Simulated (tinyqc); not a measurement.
Fermi level and growth conditions: formation energy of a charged point defect from supercell energies. Computed by tinyqc, a small Python program. Command: `OMP_NUM_THREADS=1 python tinyqc.py 3015347 3015348 out.jsonl formation walk`. One thread of a shared host (Intel(R) Xeon(R) Processor @ 2.30GHz), about 0.01 s of CPU time with the checks.

The host is a compound AB. Making the defect adds n_A = -1, n_B = 0 atoms to the cell. All total energies are inputs. E_F is counted from the valence-band maximum (VBM); x = 0 is A-rich and x = 1 B-rich growth.

Inputs (values chosen for the exercise, with gap and screening modelled on CdS):
```
quantity                      value      unit
gap E_g                        2.55        eV
E_VBM of the host cell         2.66        eV
potential alignment dV        0.066        eV
dielectric constant eps        8.77         -
cell length L                  18.2  angstrom
mu_A of the pure element     -2.243        eV
formation enthalpy dH of AB    -2.2        eV
growth condition x             0.79         -
```

Defect: vacancy of A. Supercell lattice: bcc.

charge states q: 2  1  0

E(defect, q) - E(host), in the order of q (eV): -1.498  2.759  7.456

Constants: e^2/(4 pi eps_0) = 14.39964548 eV angstrom.

Method:
- dmu_A = x dH and dmu_B = (1 - x) dH, so that dmu_A + dmu_B = dH; mu = mu(element) + dmu.
- The reservoir term is sum n_i mu_i.
- Image-charge correction of a point charge in a neutralising background: E_corr = q^2 alpha e^2/(4 pi eps_0) / (2 eps L), alpha = 2.888462 for a bcc array with L the cube root of the volume.
- E_f(q, E_F) = [E(defect, q) - E(host)] - sum n_i mu_i + q (E_VBM + dV + E_F) + E_corr(q).
- Each entry is the lowest E_f over q.

E_f(q, 0) (eV): (q=+2) 0.49417, (q=+1) 1.63429, (q=0) 3.47500

sum n_i mu_i = 3.981 eV

Lowest formation energy (eV):
```
E_F (eV)  stable q  A-rich, x = 0  x = 0.5  B-rich, x = 1
0.000           +2         2.2322   1.1322         0.0322
0.319           +2         2.8702   1.7702         0.6702
0.638           +2         3.5082   2.4082         1.3082
0.956           +2         4.1442   3.0442         1.9442
1.275           +1         4.6473   3.5473         2.4473
1.594           +1         4.9663   3.8663         2.7663
1.912            0         5.2130   4.1130         3.0130
2.231            0         5.2130   4.1130         3.0130
2.550            0         5.2130   4.1130         3.0130
```

What follows from these numbers?

Going from A-rich to B-rich growth shifts every line by -2.200 eV and moves no transition level. The slope of the envelope is the stable charge, so E_f is highest in the rows from E_F = 1.91 to 2.55 eV, where the neutral state is stable: the defect forms most easily in p-type material.

Extremes, crossings and ranges named in words are read from the listed rows.
